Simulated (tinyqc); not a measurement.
Inside a calculation. Method: Jacobi rotations on a symmetric matrix. Computed by tinyqc, a small Python program that keeps every step. Settings: method = jacobi. Command: `OMP_NUM_THREADS=1 python tinyqc.py 30498 30499 out.jsonl` (the two numbers bound the seeds that draw the settings). One thread of a shared host (Intel(R) Xeon(R) Processor @ 2.60GHz), about 0.01 s of CPU time with the checks.

## Jacobi rotation 1

A:
$$\begin{pmatrix}
0.5290 & 0.2220 & 0.2470 \\
0.2220 & 2.0640 & -0.0810 \\
0.2470 & -0.0810 & 2.1710
\end{pmatrix}$$

Take the largest off-diagonal element A_pq; tan 2 theta = 2 A_pq / (A_qq - A_pp) with |theta| <= pi/4; A' = J^T A J with J_pp = J_qq = cos, J_pq = sin, J_qp = -sin.

p, q, theta (rad): [1.0000, 3.0000, 0.1461]

A':
$$\begin{pmatrix}
0.4926 & 0.2314 & 0.0000 \\
0.2314 & 2.0640 & -0.0478 \\
0.0000 & -0.0478 & 2.2074
\end{pmatrix}$$

## Jacobi rotation 2

As before.

p, q, theta (rad): [1.0000, 2.0000, 0.1432]

A':
$$\begin{pmatrix}
0.4593 & 0.0000 & 0.0068 \\
0.0000 & 2.0974 & -0.0473 \\
0.0068 & -0.0473 & 2.2074
\end{pmatrix}$$

## Jacobi rotation 3

As before.

p, q, theta (rad): [2.0000, 3.0000, -0.3553]

A':
$$\begin{pmatrix}
0.4593 & 0.0024 & 0.0064 \\
0.0024 & 2.0798 & 0.0000 \\
0.0064 & 0.0000 & 2.2249
\end{pmatrix}$$

## All rotations

The off-diagonal norm falls at every rotation.

Rotations:
```
step  p  q      theta  off-diagonal norm
1     1  3     0.1461           3.34e-01
2     1  2     0.1432           6.76e-02
3     2  3    -0.3553           9.65e-03
4     1  3     0.0036           3.36e-03
5     1  2     0.0015           1.22e-05
6     2  3   5.93e-05           1.78e-08
7     1  3  -7.14e-09           1.06e-12
```

eigenvalues: [0.4592, 2.0798, 2.2249]
